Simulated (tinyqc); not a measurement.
Inside a calculation. Method: coherent transport through a tight-binding region between two chains. Computed by tinyqc, a small Python program that keeps every step. Settings: temperature = 4, mu = 0.07. Command: `OMP_NUM_THREADS=1 python tinyqc.py 29232 29233 out.jsonl` (the two numbers bound the seeds that draw the settings). One thread of a shared host (Intel(R) Xeon(R) Processor @ 2.60GHz), about 0.08 s of CPU time with the checks.

## Transmission at E = -0.12 eV

H of the central region (eV):
```
[[0.000000, -1.520000],
 [-1.520000, 0.000000]]
```

Leads: semi-infinite chains with site energy 0:
```
parameter                           value
lead hopping t (eV)              2.290000
coupling to the left lead (eV)   0.680000
coupling to the right lead (eV)  1.210000
left contact site                       1
right contact site                      2
```

E = -0.120000 eV

Surface Green function g = (E - i sqrt(4 t^2 - E^2)) / (2 t^2); self-energy tc^2 g on each contact site; G = (E - H - Sigma)^(-1); Gamma = -2 Im Sigma; T = Gamma_L Gamma_R |G_LR|^2; local density of states -Im G_ii / pi.

g = -0.011441-0.436531i 1/eV

G (1/eV):
```
[[0.032272-0.264530i, 0.625201-0.024249i],
 [0.625201-0.024249i, 0.043962-0.084855i]]
```

local density of states (1/eV): [0.084203, 0.027010]

transmission = 0.202010

## Transmission across the band

The same steps on a grid of energies.

T(E):
```
E (eV)              T
-4.35100000  0.000659
-3.91590000  0.002973
-3.48080000  0.008273
-3.04570000  0.021663
-2.61060000  0.061370
-2.17550000  0.207390
-1.74040000  0.637383
-1.30530000  0.542518
-0.87020000  0.308055
-0.43510000  0.221988
0.00000000   0.200477
0.43510000   0.221988
0.87020000   0.308055
1.30530000   0.542518
1.74040000   0.637383
2.17550000   0.207390
2.61060000   0.061370
3.04570000   0.021663
3.48080000   0.008273
3.91590000   0.002973
4.35100000   0.000659
```

levels of the isolated region (eV): [-1.520000, 1.520000]

## Current

I = (2e/h) int T(E) [f(E - mu - V/2) - f(E - mu + V/2)] dE at 4 K with mu = 0.07 eV, the bias not changing H; 2e^2/h = 77.48092 microsiemens; the integral runs over the band on 4001 points.

Current:
```
V (volt)  I (microampere)
0.010000         0.150365
0.050000         0.781414
0.100000         1.562828
0.200000         3.125960
0.400000         6.269641
0.800000        12.832001
```
